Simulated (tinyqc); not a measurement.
# Stress and current directions compared

A cubic crystal with three pairs of conduction valleys along x, y and z; non-degenerate electrons, one relaxation time, masses unchanged. Stress s_ij = X a_i a_j with a the unit vector along the stress; strain e_ii = s11 s_ii + s12 (s_jj + s_kk), e_ij = s44 s_ij/2. Valley shift dE = Xu (n.e.n - trace(e)/3) with n the valley axis; share f proportional to exp(-dE/Vt). Inverse mass along the current d: (n.d)^2/ml + (1 - (n.d)^2)/mt; mu/mu0 = sum f (1/m) over the plain mean of 1/m. Rows: direction of the stress, of size |X|; columns: direction of the current and sign.

Inputs (values chosen for the exercise); values close to those of silicon:
```
symbol  value   unit                             meaning
T         300      K                         temperature
s11      7.73  1/TPa                          compliance
s12      -2.2  1/TPa                          compliance
s44      12.9  1/TPa                          compliance
Xu       8.73     eV         shear deformation potential
ml      0.881     m0                   longitudinal mass
mt      0.186     m0                     transverse mass
X        1000    MPa  uniaxial stress (tension positive)
```

Constants: q = 1.602176634e-19 C, kB = 1.380649e-23 J/K, Vt = kB T/q. Results are converted to the units shown.

mu/mu0:

|  | I [100], tension | I [100], compression | I [110], tension | I [110], compression |
|---|---|---|---|---|
| [100] | 1.338 | 0.3564 | 1.085 | 0.8391 |
| [110] | 1.211 | 0.8674 | 1.211 | 0.8674 |
| [001] | 0.8308 | 1.322 | 0.8308 | 1.322 |
| [111] | 1.000 | 1.000 | 1.000 | 1.000 |

What does the comparison show?

The largest gain, 1.34, is for stress along [100], tension, current along [100]; the largest loss, 0.356, for [100], compression, current along [100]. Entries equal to one are cases in which the valleys are not split or have equal mass along the current.

Numbers from tinyqc (`OMP_NUM_THREADS=1 python tinyqc.py 2530111 2530112 out.jsonl`; about 0.01 s on one thread of a shared Intel Xeon 2.30GHz).
